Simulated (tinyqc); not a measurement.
Changing the Debye temperature Theta: thermal displacements in the Debye model: Debye-Waller factors, bond-length spread and the Lindemann rule. Computed by tinyqc, a small Python program. Command: `OMP_NUM_THREADS=1 python tinyqc.py 3012025 3012026 out.jsonl debyewaller sweep`. One thread of a shared host (Intel(R) Xeon(R) Processor @ 2.30GHz), about 0.01 s of CPU time with the checks.

A Debye spectrum with three branches of one velocity, cut at k_B Theta; 4 atoms per cube, nearest neighbours at d = 0.707107 a.

Inputs (values chosen for the exercise, modelled on nickel): atomic mass M = 58.69 u; lattice constant a = 3.524 angstrom; temperature T = 20 K; Lindemann ratio x_L = 0.11; gamma-ray energy E = 14.4 keV; photoelectron wave number k = 7.3 1/angstrom.

Structure: fcc.

Constants: hbar^2/u = 4.18015928e-03 eV angstrom^2; k_B = 8.617333262e-05 eV/K; e = 1.602176634e-19 C; u = 1.6605390666e-27 kg; c = 299792458 m/s; hbar = 6.582119569e-16 eV s.

Method:
- <u_x^2> = (3 hbar^2/(2 M k_B Theta)) int_0^1 s coth(s Theta/(2T)) ds (64 Gauss-Legendre points); it tends to 3 hbar^2/(4 M k_B Theta) at T = 0 and to 3 hbar^2 T/(M k_B Theta^2) at high T.
- B = 8 pi^2 <u_x^2>.
- A nucleus of this mass is supposed to emit a gamma ray of the energy chosen: recoil energy E_R = E^2/(2 M c^2), wave number k_g = E/(hbar c), recoil-free fraction f = exp(-k_g^2 <u_x^2>).
- Correlated Debye model: sigma^2 = (3 hbar^2/(M k_B Theta)) int_0^1 s coth(s Theta/(2T)) [1 - sin(s q_D R)/(s q_D R)] ds for two atoms at distance R, q_D = (6 pi^2 n)^(1/3), n atoms per volume; uncorrelated motion would give 2 <u_x^2>.
- An EXAFS amplitude is damped by exp(-2 k^2 sigma^2).
- Melting is placed where sqrt(3 <u_x^2>) = x_L d; the classical form gives T_m = M k_B Theta^2 (x_L d)^2/(9 hbar^2).

One run for each value; columns: (1) Debye temperature Theta (K); (2) B factor (angstrom^2); (3) Lindemann T_m (K); (4) recoil-free fraction f; (5) sigma^2 of the nearest bond (angstrom^2):
```
(1)      (2)     (3)      (4)        (5)
254  0.20056   648.9  0.87348  0.0042163
289  0.17470   840.8  0.88885  0.0037009
330  0.15190  1097.2  0.90262  0.0032384
376  0.13260  1425.2  0.91445  0.0028409
428  0.11600  1847.4  0.92474  0.0024950
488  0.10141  2402.5  0.93389  0.0021878
557  0.08862  3130.8  0.94198  0.0019166
634  0.07771  4057.1  0.94894  0.0016837
```

Over the rows, B factor (angstrom^2) falls from 0.201 to 0.0777 (exponent d ln y / d ln x -1.1 between the first rows and -1.0 between the last); Lindemann T_m (K) rises from 649 to 4060 (exponent d ln y / d ln x about 2.0 throughout); recoil-free fraction f rises from 0.873 to 0.949 (exponent d ln y / d ln x 0.14 between the first rows and 0.057 between the last). The exponent of B factor stays between -1.07 and -1.01, near -1: zero-point motion, 1/(M Theta). The exponent of Lindemann T_m stays between 2.00 and 2.01, near 2: T_m goes as Theta^2. Theta measures the stiffness, M Theta^2 ~ spring constant: stiffer crystals vibrate less and, by the Lindemann rule, melt higher.

Extremes, crossings and ranges named in words are read from the listed rows.
